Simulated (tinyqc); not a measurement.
Inside a calculation. Method: tight binding, honeycomb lattice. Computed by tinyqc, a small Python program that keeps every step. Settings: t1 = 1.98, t2 = 0, phi = 0, delta = 0, points = 7. Command: `OMP_NUM_THREADS=1 python tinyqc.py 23503 23504 out.jsonl` (the two numbers bound the seeds that draw the settings). One thread of a shared host (Intel(R) Xeon(R) Processor @ 2.60GHz), about 0.01 s of CPU time with the checks.

## Bloch Hamiltonian at k

Parameters chosen for this model:

| parameter | value | unit |
|---|---|---|
| t1 | 1.980000 | eV, nearest |
| t2 | 0 | eV, second neighbours |
| phi | 0 | rad, phase of t2 (Haldane) |
| delta | 0 | eV, +/- on A and B |

k point k (fractions of the reciprocal vectors): 0.060000  0.450000

H_AB = -t1 (1 + exp(-i k.a1) + exp(-i k.a2)); H_AA = delta - 2 t2 sum cos(k.b + phi), H_BB = -delta - 2 t2 sum cos(k.b - phi), b = a1, a2 - a1, -a2.

H(k) at k (eV):
```
                     A                    B
A             0.000000  -1.937866+1.340740i
B  -1.937866-1.340740i             0.000000
```

## Levels at k

Diagonalise the Hermitian matrix.

eigenvalues (eV): -2.356461  2.356461

weights |c|^2 of the basis functions:
```
     band 1    band 2
A  0.500000  0.500000
B  0.500000  0.500000
```

## Bloch Hamiltonian at K

k point K (fractions of the reciprocal vectors): 0.333333  0.666667

As before.

H(k) at K (eV):
```
          A         B
A  0.000000  0.000000
B  0.000000  0.000000
```

## Levels at K

As before.

eigenvalues (eV): 0.000000  0.000000

## Bands along a path

The same steps at evenly spaced points between the labelled ones.

Bands along the path (eV):

| k | band 1 | band 2 |
|---|---|---|
| G | -5.940000 | 5.940000 |
| G-K 0.20 | -5.597640 | 5.597640 |
| G-K 0.40 | -4.629757 | 4.629757 |
| G-K 0.60 | -3.203707 | 3.203707 |
| G-K 0.80 | -1.566067 | 1.566067 |
| K | 0 | 0 |
| K-M 0.20 | -0.669757 | 0.669757 |
| K-M 0.40 | -1.223707 | 1.223707 |
| K-M 0.60 | -1.637640 | 1.637640 |
| K-M 0.80 | -1.893464 | 1.893464 |
| M | -1.980000 | 1.980000 |
| M-K' 0.20 | -1.893464 | 1.893464 |
| M-K' 0.40 | -1.637640 | 1.637640 |
| M-K' 0.60 | -1.223707 | 1.223707 |
| M-K' 0.80 | -0.669757 | 0.669757 |
| K' | 0 | 0 |

With 1 band(s) filled, the highest filled level on these points lies at K and the lowest empty one at K: the bands touch or overlap, so there is no gap.
